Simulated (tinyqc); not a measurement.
Thermal stress and diffusional relaxation in a metal film: Coble and Nabarro-Herring creep, cooling and holds: one step, computed by the program tinyqc.

A thin film on a rigid substrate is stress-free at T0. Tension is positive and the film creeps linearly: d sigma/dt = -M (mismatch) dT/dt - sigma/tau.

Problem. Stress after cooling to room temperature. Creep rate per stress: Nabarro-Herring 14 D Omega/(k_B T d^2), Coble (14 pi) delta D_b Omega/(k_B T d^3), with D = D0 exp(-E/(k_B T)), delta D_b = (delta D_b)0 exp(-E_b/(k_B T)); 1/tau = M x (sum of both)/2 (biaxial strain rate is half the uniaxial one). Temperatures in kelvin are T(C) + 273.15. Cooling from T0 at the constant rate: d sigma/dT = -slope + sigma/(tau(T) x rate), integrated to 25 C (stiff solver, tolerance 1e-9). Effective stress-free temperature T_eff = 25 C + sigma/slope.

Inputs (values chosen for the exercise, modelled on gold films on silicon):

| quantity | value | unit |
|---|---|---|
| biaxial modulus M | 134 | GPa |
| atomic volume Omega | 17 | angstrom^3 |
| lattice prefactor D0 | 1.2e-05 | m^2/s |
| lattice energy E | 1.81 | eV |
| boundary prefactor (delta D_b)0 | 2.9e-16 | m^3/s |
| boundary energy E_b | 0.874 | eV |
| grain size d | 0.22 | um |
| stress-free temperature T0 | 350 | C |
| hold temperature T | 240 | C |
| cooling rate | 2 | C/min |

thermoelastic slope = 1.5946 MPa/K

Constants: k_B = 1.380649e-23 J/K; k_B = 8.617333262e-05 eV/K.

Give: stress at 25 C; effective stress-free temperature.

Solution.

stress at 25 C = 147.94 MPa

effective stress-free temperature = 117.78 C

Creep during cooling removes 71.5 % of the elastic value. Caution: bulk creep laws overstate relaxation in a bonded film, and dislocation glide would cap stresses above the yield stress.
